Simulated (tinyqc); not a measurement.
# Surface potential of a MOS transistor: implicit equation and explicit approximations: what changes with what

p-type body, charge-sheet picture, depletion and inversion only, full ionisation (an idealisation for deep acceptors), Boltzmann statistics (rough once Na exp(x - xn) passes about Nc/7). In units of Vt: xg = (Vg - Vfb)/Vt, x = psi/Vt, G = gamma/sqrt(Vt), xn = (2 phiF + Vc)/Vt. The implicit equation is (xg - x)^2 = G^2 [x - 1 + exp(x - xn)] for x above about 3. Cox = eps0 eox/tox.

Inputs (values chosen for the exercise); band and dielectric values close to those of silicon:
- T = 350 K (temperature)
- Eg = 1.12 eV (band gap)
- eps_r = 11.8 (relative permittivity)
- Nc = 3.52e19 cm^-3 (conduction-band density of states at T)
- Nv = 3.38e19 cm^-3 (valence-band density of states at T)
- eox = 3.9 (relative permittivity of the gate insulator (close to silicon dioxide))
- tox = 1.2 nm (insulator thickness)
- Na = 1.4e17 cm^-3 (acceptor density)
- Vfb = -0.86 V (flat-band voltage)
- Vc = 0 V (channel-body voltage)
- Vg = 0.46 V (gate-body voltage)

Constants: q = 1.602176634e-19 C, kB = 1.380649e-23 J/K, Vt = kB T/q, eps0 = 8.8541878128e-14 F/cm where lengths are in cm. Results are converted to the units shown.

Each table varies one quantity; the others keep the values above.

## Accuracy of the approximations against gate voltage

ni = sqrt(Nc Nv) exp(-Eg/(2 Vt)), Eg in volts; phiF = Vt ln(Na/ni); gamma = sqrt(2 q eps0 eps_r Na)/Cox; VT = Vfb + Vt (xn + G sqrt(xn - 1)). Depletion value a = 1 + [sqrt(G^2/4 + xg - 1) - G/2]^2; inversion value b = xn + ln[(xg - xn)^2/G^2 - xn + 1] and first guess y = min(a, b) - ln(1 + exp(-|a - b|)) if a > xn + 1, else b = y = a; one second-order correction with D = exp(y - xn), p = 2 (xg - y) + G^2 (1 + D), w = (xg - y)^2 - G^2 (y - 1 + D): z = y + 2 w/(p + sqrt(p^2 - 2 (2 - G^2 D) w)), or the Newton step z = y + w/p where the root is not real. N_inv = (Cox Vt G/q) [sqrt(x - 1 + exp(x - xn)) - sqrt(x - 1)] at the root. Lambert form (Cox m Vt/q) W0[(G/(2 m sqrt(xn - 1))) exp((Vg - VT)/(m Vt))], m = 1 + G/(2 sqrt(xn - 1)). Errors under 1e-4 mV, and the linear form below VT, are printed as 0.

Result of one run:
```
Vg (V)  psi (V)  x - xn  error of y (mV)  error of z (mV)  N_inv (cm^-2)  Cox (Vg - VT)/q (cm^-2)  Lambert form (cm^-2)
0.79      1.021   7.734             19.3            -3.13       9.951e12                 1.431e13              1.084e13
```

What becomes of these results when the gate-body voltage Vg is changed from 0.79 to -0.21 V, all else the same?

Result of the changed run:
```
Vg (V)  psi (V)  x - xn  error of y (mV)  error of z (mV)  N_inv (cm^-2)  Cox (Vg - VT)/q (cm^-2)  Lambert form (cm^-2)
-0.21    0.5935  -6.442          2.29e-3                0        4.326e7                        0               3.658e7
```

The whole series:
```
Vg (V)  psi (V)   x - xn  error of y (mV)  error of z (mV)  N_inv (cm^-2)  Cox (Vg - VT)/q (cm^-2)  Lambert form (cm^-2)
-0.41    0.4040   -12.73                0                0        9.910e4                        0               6.348e4
-0.21    0.5935   -6.442          2.29e-3                0        4.326e7                        0               3.658e7
-0.01    0.7836  -0.1408             1.08                0       2.022e10                        0              2.033e10
0.19     0.9174    4.298             33.0             10.4       1.108e12                 3.533e12              1.274e12
0.39     0.9705    6.056             31.7             11.1       3.710e12                 7.125e12              4.193e12
0.59      1.000    7.049             23.9             6.94       6.744e12                 1.072e13              7.460e12
0.79      1.021    7.734             19.3            -3.13       9.951e12                 1.431e13              1.084e13
0.99      1.037    8.253             16.3            -1.44       1.325e13                 1.790e13              1.428e13
1.19      1.049    8.671             14.1           -0.823       1.661e13                 2.149e13              1.775e13
```

psi rises from 0.404 to 1.05 V and ends 8.7 Vt above 2 phiF + Vc. Among the rows the first guess is off by at most 33 mV (at Vg = 0.19 V) and the corrected value by at most 11 mV. In the last row the linear form is 29 % above N_inv and the Lambert form 6.9 % above it; in the first row the Lambert form is 36 % below it. For Vg = 0.19, 0.39, 0.59, 0.79, 0.99, 1.19 the electron quasi-Fermi level lies less than 2 Vt below the band edge at the surface, or above it, where degeneracy and confinement, left out, matter.

## Effect of the acceptor density at fixed gate voltage

Same model as above.

Vfb is held fixed.

Effect of the acceptor density at fixed gate voltage:
```
Na (cm^-3)  psi (V)  x - xn  error of y (mV)  error of z (mV)  N_inv (cm^-2)  Cox (Vg - VT)/q (cm^-2)  Lambert form (cm^-2)
4.7e15      0.89541  10.355             33.3             12.5      7.3956e12                1.3051e13             8.9582e12
1e16        0.91526  9.5034             32.3             11.9      6.9297e12                1.2138e13             8.2598e12
2.2e16      0.93580  8.6075             31.3             11.2      6.3908e12                1.1133e13             7.4840e12
4.9e16      0.95637  7.6881             30.1             10.4      5.7617e12                1.0030e13             6.6223e12
1.1e17      0.97663  6.7424             28.8             9.55      5.0019e12                8.7871e12             5.6389e12
2.3e17      0.99415  5.8482             27.8             8.89      4.1520e12                7.4834e12             4.5984e12
5.1e17       1.0106  4.7996             27.3             8.40      3.0041e12                5.8001e12             3.2643e12
1.1e18       1.0191  3.5466             25.4             6.90      1.6370e12                3.7678e12             1.7452e12
```

As Na goes from 4.7e15 to 1.1e18, psi rises from 0.895 to 1.02 V, x - xn falls from 10.4 to 3.55 and N_inv falls from 7.40e12 to 1.64e12 cm^-2. The Lambert form lies between 1.07 and 1.21 times N_inv. In every row the electron quasi-Fermi level lies less than 2 Vt below the band edge at the surface, or above it, where degeneracy and confinement, left out, matter.

Numbers from tinyqc (`OMP_NUM_THREADS=1 python tinyqc.py 2122095 2122096 out.jsonl`; about 0.01 s on one thread of a shared Intel Xeon 2.30GHz).
